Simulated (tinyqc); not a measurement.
Empirical pseudopotential in a few plane waves, step by step. One step of it, computed by the program tinyqc.

Task: Bloch Hamiltonian at k. Basis: the 15 shortest G (labels in 2 pi/a), the same at every k. H(G,G') = c |k + G|^2 delta + VS(|G-G'|^2) cos((G-G').tau) + i VA sin((G-G').tau), tau = a/8 (1,1,1); 1 Ry = 13.605693 eV.

Parameters chosen for this model: fcc lattice, atoms at +/- a/8 (1,1,1); form factors in rydberg at |G|^2 in units of (2 pi/a)^2:
```
parameter,value,unit
a,5.530000,angstrom
VS(3),-0.219000,Ry
VS(8),0.034000,Ry
VS(11),0.039000,Ry
VA(3),0.052000,Ry
VA(4),0.098000,Ry
VA(11),0.002000,Ry
hbar^2/2m (2 pi/a)^2,4.918497,eV
```

k point k (2 pi / a): -0.240000  -0.380000  -0.340000

Give: H(k) at k.

Result:

H(k) at k (eV), lower triangle (Hermitian):
```
,+0+0+0,-1-1-1,-1-1+1,-1+1-1,-1+1+1,+1-1-1,+1-1+1,+1+1-1,+1+1+1,-2+0+0,+0-2+0,+0+0-2,+0+0+2,+0+2+0,+2+0+0
+0+0+0,1.5621
-1-1-1,2.1069-0.5003i,25.7611
-1-1+1,-2.1069-0.5003i,0.0000+1.3334i,19.0720
-1+1-1,-2.1069-0.5003i,0.0000+1.3334i,0.4626,18.2850
-1+1+1,-2.1069+0.5003i,-0.4626,0.0000+1.3334i,0.0000+1.3334i,11.5958
+1-1-1,-2.1069-0.5003i,0.0000+1.3334i,0.4626,0.4626,0.0000,21.0394
+1-1+1,-2.1069+0.5003i,-0.4626,0.0000+1.3334i,0.0000,0.4626,0.0000+1.3334i,14.3502
+1+1-1,-2.1069+0.5003i,-0.4626,0.0000,0.0000+1.3334i,0.4626,0.0000+1.3334i,0.4626,13.5632
+1+1+1,2.1069+0.5003i,0.0000,-0.4626,-0.4626,0.0000+1.3334i,-0.4626,0.0000+1.3334i,0.0000+1.3334i,6.8741
-2+0+0,0.0000-1.3334i,-2.1069+0.5003i,-2.1069-0.5003i,-2.1069-0.5003i,2.1069-0.5003i,0.3752-0.0192i,-0.3752-0.0192i,-0.3752-0.0192i,-0.3752+0.0192i,25.9579
+0-2+0,0.0000-1.3334i,-2.1069+0.5003i,-2.1069-0.5003i,0.3752-0.0192i,-0.3752-0.0192i,-2.1069-0.5003i,2.1069-0.5003i,-0.3752-0.0192i,-0.3752+0.0192i,0.4626,28.7122
+0+0-2,0.0000-1.3334i,-2.1069+0.5003i,0.3752-0.0192i,-2.1069-0.5003i,-0.3752-0.0192i,-2.1069-0.5003i,-0.3752-0.0192i,2.1069-0.5003i,-0.3752+0.0192i,0.4626,0.4626,27.9253
+0+0+2,0.0000+1.3334i,-0.3752-0.0192i,2.1069+0.5003i,-0.3752+0.0192i,-2.1069+0.5003i,-0.3752+0.0192i,-2.1069+0.5003i,0.3752+0.0192i,-2.1069-0.5003i,-0.4626,-0.4626,0.0000,14.5469
+0+2+0,0.0000+1.3334i,-0.3752-0.0192i,-0.3752+0.0192i,2.1069+0.5003i,-2.1069+0.5003i,-0.3752+0.0192i,0.3752+0.0192i,-2.1069+0.5003i,-2.1069-0.5003i,-0.4626,0.0000,-0.4626,0.4626,13.7600
+2+0+0,0.0000+1.3334i,-0.3752-0.0192i,-0.3752+0.0192i,-0.3752+0.0192i,0.3752+0.0192i,2.1069+0.5003i,-2.1069+0.5003i,-2.1069+0.5003i,-2.1069-0.5003i,0.0000,-0.4626,-0.4626,0.4626,0.4626,16.5143
```
